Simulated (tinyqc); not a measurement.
Chemical vapour deposition: Grove model, boundary layer, depletion and step coverage: one step, computed by the program tinyqc.

A precursor diffuses to the surface and reacts there at first order; each molecule that reacts adds one formula unit of film.

Problem. Depletion along the susceptor. Plug flow: U b dC/dx = -k_eff C with k_eff = k_s h_g/(k_s + h_g), so C falls as exp(-k_eff x/(U b)); the used share of the precursor is 1 - C(L)/C(0).

Inputs (values chosen for the exercise, close to those used for epitaxial silicon from a chlorosilane):

| quantity | value | unit |
|---|---|---|
| temperature T | 1140 | C |
| gas velocity U | 14 | cm/s |
| susceptor length L | 23 | cm |
| channel height b | 8.4 | cm |

Reactor: horizontal, atmospheric.

surface rate constant k_s = 0.6424980 cm/s

mass-transfer coefficient h_g = 0.7060277 cm/s

growth rate G at the inlet = 230.5962 nm/min

Give: k_eff; depletion length; rate at the outlet over rate at the inlet; rate at the outlet.

Solution.

k_eff = 0.3364 cm/s

depletion length = 349.6 cm

rate at the outlet over rate at the inlet = 0.9363

rate at the outlet = 215.9 nm/min

6.4 % of the precursor is used.
